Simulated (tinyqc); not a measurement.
Raising U: Hubbard chain of 3 sites, mean field against exact. Computed by the program tinyqc. 

one-body matrix (hopping and site energies) (eV):
```
         1        2        3
1   0.0000  -1.5200   0.0000
2  -1.5200   0.0000  -1.5200
3   0.0000  -1.5200   0.0000
```

electrons, up and down: 2  1

Collinear unrestricted mean field (the lowest of 40 random starts) against exact diagonalisation.

Exact and mean-field results (eV):
```
U            U/t    E exact  E mean field  mean |n_up - n_down|  double occupancy, exact  first gap in the sector
0.7600    0.5000  -3.846734     -3.829046                0.3672                   0.1884                   2.0438
1.5200    1.0000  -3.440585     -3.371952                0.4127                   0.1678                   1.9206
3.0400    2.0000  -2.766536     -2.533333                0.5556                   0.1286                   1.6538
4.5600    3.0000  -2.257731     -1.889074                0.7289                   0.0960                   1.4042
6.0800    4.0000  -1.878823     -1.466363                0.8375                   0.0715                   1.1956
9.1200    6.0000  -1.378235     -0.998459                0.9262                   0.0416                   0.8970
12.1600   8.0000  -1.075722     -0.753874                0.9584                   0.0263                   0.7069
18.2400  12.0000  -0.739864     -0.504883                0.9815                   0.0128                   0.4900
30.4000  20.0000  -0.451518     -0.303618                0.9933                   0.0049                   0.3003
```

In absolute terms mean field is worst at U/t = 4.0, 0.412 eV too high: at small U it is nearly exact, and at large U it misses only exchange-scale energies. Relative to the exact energy its error is 0.5 % at the smallest U, 33 % at most and 33 % at the largest. The double occupancy falls from 0.188 to 0.005; at the largest U the first gap is 0.99 times the exchange scale 4t^2/U.
